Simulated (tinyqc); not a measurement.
Worked calculation: lattice vibrations of a chain. Computed by tinyqc, a small Python program that keeps every step. Command: `OMP_NUM_THREADS=1 python tinyqc.py 27158 27159 out.jsonl` (the two numbers bound the seeds that draw the settings). One thread of a shared host (Intel(R) Xeon(R) Processor @ 2.60GHz), about 0.01 s of CPU time with the checks.

## Dynamical matrix at q = 0.21

A chain moving along its axis:
```
atom   mass (u)  spring to the next atom (eV/angstrom^2)
1     49.000000                                25.400000
2      8.700000                                22.700000
```

q is in units of 2 pi/a. A spring k from atom i to atom j, n cells on, adds k to Phi_ii and Phi_jj, -k exp(2 pi i q n) to Phi_ij and the conjugate to Phi_ji (for one atom a cell: 2k (1 - cos 2 pi q n)); D_ij = Phi_ij / sqrt(m_i m_j).

D(q) (eV/(angstrom^2 u)):
```
                     1                    2
1             0.981633  -1.503618+1.064891i
2  -1.503618-1.064891i             5.528736
```

## Frequencies

omega^2 are the eigenvalues; wavenumber = 521.4708 sqrt(eigenvalue) 1/cm.

eigenvalues: 0.328770  6.181598

wavenumbers (1/cm): 299.0  1296.5

weights |e|^2 of the mass-weighted modes:
```
          mode 1    mode 2
atom 1  0.888454  0.111546
atom 2  0.111546  0.888454
```

## Dispersion and heat capacity

C/k_B per atom = mean over q = (j + 1/2)/80, j = 0..39 and all branches of y^2 e^y/(e^y - 1)^2, y = hc wavenumber / k_B T.

Wavenumbers (1/cm):
```
q           branch 1     branch 2
0.000000    0.000000  1330.554902
0.062500   92.966777  1327.303102
0.125000  183.673659  1317.816503
0.187500  269.698445  1302.934801
0.250000  348.278360  1284.164526
0.312500  416.128074  1263.809231
0.375000  469.353345  1245.023608
0.437500  503.727369  1231.517391
0.500000  515.669789  1226.564721
```

Heat capacity:
```
T (K)  C/k_B per atom
20           0.030687
50           0.077689
100          0.164436
200          0.325383
300          0.441964
600          0.711554
1200         0.904713
```

zero-point energy per atom = 49.596496 meV
